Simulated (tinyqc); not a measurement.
## Delay unit and parasitic delay from two ring oscillators

Problem. A ring of 21 inverters oscillates at 1/(2 x 21 d), with stage delay d = tau (h + p) for fan-out h. Find tau, p and the delay at fan-out 4.

frequencies of 21-stage ring oscillators with fan-out 2 and 4 (GHz): 1.3726233  0.87709142

Answer. d is a straight line in h with slope tau and intercept tau p.

tau = 4.900 ps
p = 1.540
delay at fan-out 4 = 27.15 ps

Computed by the program tinyqc: `OMP_NUM_THREADS=1 python tinyqc.py 2082092 2082093 out.jsonl`, one thread of a shared Intel Xeon 2.30GHz, about 0.01 s for the whole run.
